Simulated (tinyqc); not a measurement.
Towards the loss of the bound state: donor level screened by free carriers (Yukawa potential).

Potential -(q/(eps r)) exp(-ks r), q = e^2/(4 pi eps0). In units Ry* = Ry m/eps^2 and a* = a0 eps/m the problem is [-Laplacian - 2 exp(-x r)/r] psi = E psi with x = ks a*.

Converged values use 18 functions exp(-z r), z = 1.55^i, i = -11 to 6: S = 2/A^3, H = z_i z_j S - 2/(A + x)^2, A = z_i + z_j.

Inputs chosen for the exercise (out of a larger set: near those of a donor in InP, with one mean mass; not measured data): xs = (0.03, 0.12, 0.36, 0.54, 0.64, 0.89, 1.06) (values of x).

First order (-1 + 2x), one-parameter (minimum of z^2 - 8 z^3/(2z + x)^2) and converged 1s energies in Ry*, and the mean radius in a*; a dash marks an unbound result.

Results:

| x | first order | trial function | converged | <r> |
|---|---|---|---|---|
| 0.03 | -0.9400 | -0.9413 | -0.9413 | 1.50 |
| 0.12 | -0.7600 | -0.7801 | -0.7801 | 1.52 |
| 0.36 | -0.2800 | -0.4408 | -0.4419 | 1.65 |
| 0.64 | - | -0.1763 | -0.1830 | 2.05 |
| 0.89 | - | -0.0359 | -0.0521 | 3.07 |
| 1.06 | - | - | -0.0096 | 6.00 |

Give the missing row, x = 0.54.

Computed row:
```
x     first order  trial function  converged   <r>
0.54            -         -0.2567    -0.2607  1.86
```

First order loses the state at x = 0.5, the trial function reaches zero energy at x = 1.00, and the exact limit is 1.19. The radius starts at 1.5 a*, grows slowly at first (1.65 at x = 0.36), then steadily, and swells towards the end (6.0 at 1.06), where a single exponential fails: the binding vanishes as the square of the distance from 1.19.

Program tinyqc; command `OMP_NUM_THREADS=1 python tinyqc.py 1252262 1252263 out.jsonl`; about 0.01 s on one thread of a shared Intel(R) Xeon(R) Processor @ 2.30GHz.
